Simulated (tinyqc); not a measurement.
# Changing the mean current density

Model: electroplating on a thin resistive seed layer: kinetics, Wagner number and the terminal effect across a wafer. Computed by tinyqc, a small Python program. Command: `OMP_NUM_THREADS=1 python tinyqc.py 3121346 3121347 out.jsonl terminal sweep`. One thread of a shared host (Intel(R) Xeon(R) Processor @ 2.30GHz), about 0.04 s of CPU time with the checks.

Current enters the seed at the rim. The bath is treated as a local resistance per area (no lateral flow in the liquid), two electrons per ion, molar volume 7.11 cm^3/mol, Faraday constant F = e N_A, kinematic viscosity 0.01 cm^2/s, omega = 2 pi x rpm/60; k_B T/e is in volts.

Inputs (values chosen for the exercise, of the order of those for copper plating on a thin cobalt or ruthenium seed):
```
quantity                               value         unit
wafer radius R                           7.5           cm
seed thickness t                         120           nm
seed resistivity                         7.3  microohm cm
bath conductivity kappa                0.046         S/cm
gap to the anode h                       4.2           cm
extra resistance of a porous plate       140     ohm cm^2
exchange current density i_0            0.37      mA/cm^2
cathodic transfer coefficient alpha     0.73            -
diffusivity of the metal ion         6.7e-06       cm^2/s
metal ion concentration                 0.62        mol/L
rotation rate                             30          rpm
temperature T                            298            K
```

Constants: e = 1.602176634e-19 C; N_A = 6.02214076e+23 1/mol; k_B = 8.617333262e-05 eV/K.

Method:
- Growth rate = i V_m/(2 F). Levich limit i_L = 0.62 x 2 F D^(2/3) omega^(1/2) nu^(-1/6) c. Tafel overpotential eta = (k_B T/(alpha e)) ln(i/i_0); kinetic resistance k_B T/(alpha e i); bath resistance h/kappa + plate; R_s = resistivity/t; Wagner number = kinetic resistance x kappa/R.
- Linearised: with R_t = kinetic + bath resistance the current density obeys (1/r)(r i')' = i R_s/R_t, so i = A I_0(r/l), l = sqrt(R_t/R_s); with x = R/l, edge/centre = I_0(x) and edge/mean = x I_0(x)/(2 I_1(x)).
- Voltage drop in the seed for a uniform current: i R_s R^2/4.
- Full model: seed potential phi(r) with (1/r)(r phi')' = R_s i, where i solves phi = R_b i + (k_B T/(alpha e)) ln(i/i_0) (phi being the driving voltage left at r); phi'(0) = 0 and phi'(R) = R_s i_mean R/2. Solved by collocation to a tolerance of 1e-7.

One run for each value; columns: (1) mean current density (mA/cm^2); (2) edge over centre, full model; (3) kinetic resistance (ohm cm^2); (4) growth rate (nm/min); (5) drop for uniform current (mV):
```
(1)     (2)    (3)   (4)    (5)
1.6   1.034  21.99    35   13.7
2.6   1.035  13.53    57   22.2
4.4   1.036   7.99    97   37.6
7.4   1.037   4.75   164   63.3
13.0  1.037   2.71   287  111.2
21.0  1.037   1.68   464  179.6
36.0  1.037   0.98   796  308.0
60.0  1.037   0.59  1326  513.3
```

Describe the trends.

Over the rows, edge over centre, full model rises from 1.034 to 1.037; kinetic resistance (ohm cm^2) falls from 22.0 to 0.586 (exponent d ln y / d ln x about -1.00 throughout); growth rate (nm/min) rises from 35.4 to 1330 (exponent d ln y / d ln x about 1.00 throughout).

Caution (rows 36.0, 60.0): the mean current exceeds 0.3 i_L, so depletion of metal ions, left out of the distribution, matters. Caution (rows 60.0): at the rim the current nears the limiting value, which would flatten the real profile.
